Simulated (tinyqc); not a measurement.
How far the derived k.p bands hold: k.p values derived from sp3s* tight binding at Gamma.

sp3s* tight binding, nearest neighbours only: anion (a) at 0, cation (c) at a/4 (1,1,1), orbitals s, px, py, pz, s* on each; k in units of 2 pi/a. With phases e_j = exp(i (pi/2) k.n_j) for n = (1,1,1), (1,-1,-1), (-1,1,-1), (-1,-1,1): g0 = (e1+e2+e3+e4)/4, g1 = (e1+e2-e3-e4)/4, g2 = (e1-e2+e3-e4)/4, g3 = (e1-e2-e3+e4)/4. The diagonal holds the levels Esa, Epa, Exa (s*) and Esc, Epc, Exc. Anion-cation block: <sa|sc> = Vss g0; <sa|xc> = Vsapc g1; <xa|sc> = -Vscpa g1; <xa|xc> = Vxx g0; <xa|yc> = <ya|xc> = Vxy g3, <xa|zc> = <za|xc> = Vxy g2, <ya|zc> = <za|yc> = Vxy g1; <s*a|xc> = Vxapc g1; <xa|s*c> = -Vpaxc g1; y and z take g2 and g3 in place of g1; s-s* and s*-s* vanish.

Constants: hbar^2/2m0 = 3.80998211 eV angstrom^2.

Values chosen for the exercise (near a published set for InAs, fitted to gaps, whose masses and valley positions are rough; shifted at random, so the results belong to these values and not to a real crystal): a = 6.052 angstrom (lattice constant); Esa = -9.522 eV (s level of the anion); Epa = 0.904 eV (p level of the anion); Esc = -2.706 eV (s level of the cation); Epc = 3.716 eV (p level of the cation); Exa = 7.397 eV (s* level of the anion); Exc = 6.693 eV (s* level of the cation); Vss = -5.572 eV (s-s); Vxx = 1.849 eV (px-px); Vxy = 4.495 eV (px-py); Vsapc = 3.016 eV (s anion, p cation); Vscpa = 5.436 eV (s cation, p anion); Vxapc = 3.379 eV (s* anion, p cation); Vpaxc = 3.928 eV (p anion, s* cation).

Couplings:

| pair | P (eV angstrom) | E(first) - E(second) (eV) |
|---|---|---|
| S+ to P- | -7.41875 | 0.43044 |
| S+ to P+ | -1.18805 | -4.21526 |
| S- to P- | 1.83486 | -12.63274 |
| s*a to P- | -2.27118 | 7.40985 |
| s*c to P- | 5.32442 | 6.70585 |

mass = 0.03121 m0

L, M, N (eV angstrom^2): -130.8369  -8.2714  -134.2868

Along [100]: level 5 and level 2 of the full matrix against parabolas c k^2/m and L k^2, and against the two-level form that keeps S+ and the x state of P- exactly, [[EG + (c/m - P^2/EG) k^2, P k], [P k, (L + P^2/EG) k^2]]. Energies from Ev.

Levels (eV):

| k (1/angstrom) | c: full | c: parabola | c: two-level | v: full | v: parabola | v: two-level |
|---|---|---|---|---|---|---|
| 0.02 | 0.4744 | 0.4793 | 0.4744 | -0.0475 | -0.0523 | -0.0475 |
| 0.04 | 0.5732 | 0.6258 | 0.5735 | -0.1568 | -0.2093 | -0.1570 |
| 0.06 | 0.6907 | 0.8700 | 0.6917 | -0.2918 | -0.4710 | -0.2928 |
| 0.09 | 0.8743 | 1.4194 | 0.8779 | -0.5147 | -1.0598 | -0.5183 |
| 0.12 | 1.0550 | 2.1885 | 1.0636 | -0.7503 | -1.8841 | -0.7591 |
| 0.16 | 1.2836 | 3.5559 | 1.3037 | -1.0762 | -3.3494 | -1.0972 |
| 0.20 | 1.4938 | 5.3140 | 1.5325 | -1.4109 | -5.2335 | -1.4520 |
| 0.30 | 1.9282 | 11.4184 | 2.0490 | -2.2691 | -11.7753 | -2.4059 |

What can be read from this table?

The conduction parabola stays within 10 meV up to k = 0.02 and the two-level form up to 0.12; for the light valence band, 0.02 and 0.12 (1/angstrom, among these rows; a dash would mean not even the first). At 0.2 the errors are +3820 and +39 meV for the conduction band. Keeping the strongest coupling exactly removes most of that error; the rest comes from higher bands and from the lattice.

tinyqc: `OMP_NUM_THREADS=1 python tinyqc.py 1450077 1450078 out.jsonl`; about 0.01 s, one thread, shared Intel(R) Xeon(R) Processor @ 2.30GHz.
